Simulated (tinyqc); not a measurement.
The decay curve: photoconductance decay in a wafer: bulk and surface recombination modes, and iron detection by pair splitting. Computed by tinyqc, a small Python program. Command: `OMP_NUM_THREADS=1 python tinyqc.py 3113072 3113073 out.jsonl pcd walk`. One thread of a shared host (Intel(R) Xeon(R) Processor @ 2.30GHz), about 0.01 s of CPU time with the checks.

Both faces of the wafer have the same S; injection is low and all coefficients are constant. x runs from -W/2 to W/2.

Inputs (values chosen for the exercise, modelled on p-type silicon):

| quantity | value | unit |
|---|---|---|
| thickness W | 200 | micrometre |
| diffusivity D | 22.8 | cm^2/s |
| bulk lifetime tau_b without iron | 42 | microsecond |
| surface recombination velocity S | 48000 | cm/s |
| absorption coefficient alpha | 350 | 1/cm |

Method:
- Even modes cos(a x) obey b tan b = S W/(2 D) with b = a W/2, odd modes sin(a x) obey -b cot b = S W/(2 D); each decays at the rate 1/tau_b + D a^2.
- tau_eff is the decay time of the first mode. The surface time is 1/(D a^2) of that mode; shortcuts for it are W/(2 S), W^2/(pi^2 D) and their sum, whose error is sum/surface time - 1.
- Light from one face makes n(x, 0) proportional to exp(-alpha (x + W/2)). Only even modes carry the thickness average: weight c_n = [sin b/b] int n cos(a x) dx / (int cos^2(a x) dx x mean n), with int exp(-alpha (x + W/2)) cos(a x) dx = [alpha cos b (1 - E) + a sin b (1 + E)]/(alpha^2 + a^2), E = exp(-alpha W), and int cos^2 = W/2 + sin(2 b)/(2 a).
- Mean density = sum_n c_n exp(-t/tau_n) over 60 modes; the local decay time is -1/(d ln n/dt).

W^2/(pi^2 D) = 1.77756 microsecond

tau_eff = 1.86361 microsecond

Decay:

| t / (W^2/(pi^2 D)) | t (microsecond) | mean density/start | local decay time (microsecond) |
|---|---|---|---|
| 0.02 | 0.0356 | 0.81437 | 0.2732 |
| 0.05 | 0.0889 | 0.70143 | 0.4479 |
| 0.10 | 0.1778 | 0.59861 | 0.6830 |
| 0.20 | 0.3555 | 0.48789 | 1.0699 |
| 0.50 | 0.8888 | 0.33626 | 1.7184 |
| 1.00 | 1.7776 | 0.20647 | 1.8595 |
| 2.00 | 3.5551 | 0.07952 | 1.8636 |

What follows from these numbers?

The local decay time goes from 0.273 to 1.86 microsecond against tau_eff = 1.86. Early on higher modes speed the decay, so a fit must start late.
